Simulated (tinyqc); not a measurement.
Carrier lifetime of a p-type layer with SRH, radiative, Auger and surface recombination: one step of the calculation.

Uniform excess density dn = dp (no trapping), n = n0 + dn, p = p0 + dn, Boltzmann statistics, full ionisation. Surfaces enter as a rate 2 S dn/d, which holds while diffusion to them is fast.

Problem. New dn. With e = n p - ni^2 = dn (n0 + p0 + dn): U_SRH = e/(tp0 (n + n1) + tn0 (p + p1)), U_rad = B e, U_Aug = (Cn n + Cp p) e, U_s = 2 S dn/d. Newton step on ln U(ln dn) = ln G, U the sum: k = d ln U/d ln dn (central difference over factors 1.0001), dn(new) = dn (G/U)^(1/k).

Values chosen for this exercise; band and dielectric values close to those of gallium arsenide:

| symbol | value | unit | meaning |
|---|---|---|---|
| B | 6.95e-10 | cm^3/s | radiative coefficient |
| Cn | 2.7e-30 | cm^6/s | Auger coefficient (two electrons) |
| Cp | 8.3e-31 | cm^6/s | Auger coefficient (two holes) |
| S | 1 | cm/s | surface recombination velocity (both faces) |
| d | 300 | um | sample thickness |
| G | 1e19 | cm^-3 s^-1 | generation rate |

dn after iteration 1 = 4.0679521e13 cm^-3
n0 = 0.014705169 cm^-3
p0 = 5.7e14 cm^-3
n1 = 1.6858165e6 cm^-3
p1 = 4.9720397e6 cm^-3
tn0 = 3.8850039e-5 s
tp0 = 2.3310023e-5 s

Find: U_SRH; U_rad; U_Aug; U_s; k; dn after iteration 2.

Solution.

U_SRH = 1.0068e18 cm^-3 s^-1
U_rad = 1.7265e19 cm^-3 s^-1
U_Aug = 1.5320e13 cm^-3 s^-1
U_s = 2.7120e15 cm^-3 s^-1
k = 1.0610
dn after iteration 2 = 2.3044e13 cm^-3

Numbers from tinyqc (`OMP_NUM_THREADS=1 python tinyqc.py 2300010 2300011 out.jsonl`; about 0.01 s on one thread of a shared Intel Xeon 2.30GHz).
